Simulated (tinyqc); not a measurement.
Electrons shared among three sets of ellipsoidal valleys: one step. Fermi level and populations.

F_j(eta) = (1/Gamma(j + 1)) integral_0^infinity x^j dx/(1 + exp(x - eta)), which tends to exp(eta) for eta << 0.

Values chosen for the exercise (out of a larger set: masses and offsets near those of Si; mobilities are free inputs, held fixed; not measured data): dE = (0, 0.075, 0.81) eV (edges of Delta2, Delta4, L above the first, the first two split by strain); n = 1.4e+19 1/cm^3 (total electron density).

N_i (1/cm^3): Delta2 8.764206e+18, Delta4 1.752841e+19, L 1.522407e+19

kT = 0.02585200 eV

Problem. Solve n = sum_i N_i F_1/2((EF - dE_i)/kT), energies from the edge of the first set.

Give: EF; eta_i; n_i; shares.

Solution.

EF = 0.0203 eV

eta_i: Delta2 0.79, Delta4 -2.12, L -30.55

n_i (1/cm^3): Delta2 1.20e+19, Delta4 2.03e+18, L 8.25e+05

shares: Delta2 0.8551, Delta4 0.1449, L 0.0000

Delta2 holds most electrons (85.5 %). Boltzmann weights N_i exp(-dE_i/kT) would give Delta4 a share of 0.0990.

tinyqc: `OMP_NUM_THREADS=1 python tinyqc.py 1651456 1651457 out.jsonl`; about 0.01 s, one thread, shared Intel(R) Xeon(R) Processor @ 2.30GHz.
